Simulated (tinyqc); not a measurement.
Tunnelling through a two-layer gate stack, WKB transmission and Tsu-Esaki current: one step of the calculation.

Electrons leave the emitter at x = 0. Energies E (motion across the layers) are in eV from the emitter Fermi level; the collector Fermi level lies at -V and offers states at every E. No charge in the dielectric and no image force: F1 = V/(t1 + t2 eps1/eps2), F2 = F1 eps1/eps2; U = phi1 - F1 x in layer 1 and phi2 - F1 t1 - F2 (x - t1) in layer 2. With C = hbar^2/(2 m0), kappa = sqrt(m (U - E)/C) where U > E and 0 elsewhere; T(E) = exp(-S), S = 2 times the integral of kappa over x.

Question. WKB exponent in closed form. Each layer adds (2/F) sqrt(m/C) [G(u at its left edge) - G(u at its right edge)] to S, with u = U - E (0 where negative) and G(u) = (2/3) u^1.5. The slope follows from 1/d = -dS/dE.

Inputs (values chosen for the exercise); layer 1 close to silicon dioxide, layer 2 close to zirconium oxide:
- phi1 = 3.17 eV (barrier of layer 1 above the emitter Fermi level at zero bias)
- m1 = 0.5 m0 (tunnelling mass of layer 1)
- t1 = 0.5 nm (thickness of layer 1)
- eps1 = 4.07 (relative permittivity of layer 1)
- phi2 = 1.42 eV (barrier of layer 2 at zero bias)
- m2 = 0.26 m0 (tunnelling mass of layer 2)
- t2 = 2.1 nm (thickness of layer 2)
- eps2 = 23.8 (relative permittivity of layer 2)
- V = 1.3 V (voltage across the dielectric)
- E = 0 eV (energy of the electron followed)

Constants: q = 1.602176634e-19 C, hbar = 1.054571817e-34 J s, m0 = 9.1093837015e-31 kg, hbar^2/(2 m0) = 0.0380998212 eV nm^2. Results are converted to the units shown.

Wanted: S; T(E); energy d over which T(E) grows by a factor e.

Answer.

S = 12.762
T(E) = 2.8680e-6
energy d over which T(E) grows by a factor e = 0.094899 eV

The midpoint rule gives S = 12.784, so its T(E) is 2.2 % below this value. The band edge stays above E through the whole stack: direct tunnelling through a trapezoid.

Program tinyqc, `OMP_NUM_THREADS=1 python tinyqc.py 2540089 2540090 out.jsonl`; Intel Xeon 2.30GHz, shared host, one thread, about 0.03 s.
